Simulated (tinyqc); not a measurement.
Worked calculation: exchange-only LDA atom on a uniform radial grid, spin-unpolarised, for F. Computed by tinyqc, a small Python program that keeps every step. Settings: Z = 9, points = 128, R = 11.1, functional = Slater exchange alone, mixing = 0.2, iteration cap = 60. Command: `OMP_NUM_THREADS=1 python tinyqc.py 25231 25232 out.jsonl` (the two numbers bound the seeds that draw the settings). One thread of a shared host (Intel(R) Xeon(R) Processor @ 2.60GHz), about 0.3 s of CPU time with the checks.

Spherical atom on a uniform radial grid r_j = j h with h = R/(N + 1), h sum u^2 = 1 and integrals as h times sums, u(0) = u(R) = 0 (atomic units):
```
parameter            value
Z                        9
points N               128
R                11.100000
h                 0.086047
mixing            0.200000
electrons in 1s          2
electrons in 2s          2
electrons in 2p          5
```

Three-point differences turn -u''/2 + [l(l+1)/2r^2 - Z/r + V] u = e u into a tridiagonal matrix (diagonal 1/h^2 + potential, off-diagonal -1/2h^2). D = sum f u^2; the Hartree potential y/r solves y'' = -D/r with y(0) = 0, y(R) = N_e; v_xc comes from rho = D/(4 pi r^2); E = sum f e - int D V + int D (V_H/2 + eps_xc); V(new) = V + mixing (V_H + v_xc - V).

Stop when input and output potentials agree to 1e-7.

Course of the cycle (hartree):
```
iteration             E       e(1s)      e(2s)       e(2p)  largest |V(out) - V(in)|
1          -76.68348589  -35.764715  -9.771523  -10.263218                  2.54e+01
2          -81.38349897  -31.362811  -7.369606   -7.496014                  1.88e+01
3          -84.51134081  -28.101909  -5.616048   -5.498606                  1.38e+01
4          -86.50984450  -25.713418  -4.337458   -4.063683                  9.95e+00
5          -87.72666361  -23.986319  -3.406452   -3.036931                  7.10e+00
6          -88.42715234  -22.754835  -2.729545   -2.304396                  5.00e+00
7          -88.80573175  -21.889173  -2.238064   -1.782597                  3.48e+00
8          -88.99696890  -21.288588  -1.881466   -1.410834                  2.40e+00
9          -89.08733414  -20.876088  -1.622511   -1.145296                  1.65e+00
10         -89.12763817  -20.594181  -1.433844   -0.954619                  1.14e+00
11         -89.14494465  -20.401199  -1.295535   -0.816558                  7.97e-01
...                 ...         ...        ...         ...                       ...
50         -89.15902846  -19.895618  -0.858498   -0.391548                  6.77e-05
51         -89.15902846  -19.895606  -0.858488   -0.391539                  5.38e-05
52         -89.15902846  -19.895597  -0.858481   -0.391532                  4.28e-05
53         -89.15902846  -19.895590  -0.858476   -0.391527                  3.40e-05
54         -89.15902846  -19.895585  -0.858471   -0.391522                  2.70e-05
55         -89.15902846  -19.895580  -0.858467   -0.391519                  2.15e-05
56         -89.15902846  -19.895577  -0.858465   -0.391516                  1.71e-05
57         -89.15902846  -19.895574  -0.858462   -0.391514                  1.36e-05
58         -89.15902846  -19.895571  -0.858461   -0.391512                  1.08e-05
59         -89.15902846  -19.895570  -0.858459   -0.391511                  8.57e-06
60         -89.15902846  -19.895568  -0.858458   -0.391510                  6.81e-06
```

Can the last value be used, and what does the course show?

Not by the stop rule, although the second column moves by less than 1e-07 over the last three steps; and the uniform grid itself carries an error of order h^2 at the cusp, far above the threshold. Not converged within 60 iterations: the residual falls steadily but slowly, by a factor of about 0.79 a step. Reruns (cap 100 unless said): mixing 0.3: converged in 50; mixing 0.6: converged in 21; the original settings with a cap of 400: converged in 79. Even converged, this uniform grid resolves the cusp poorly and misses the energy of the atom.
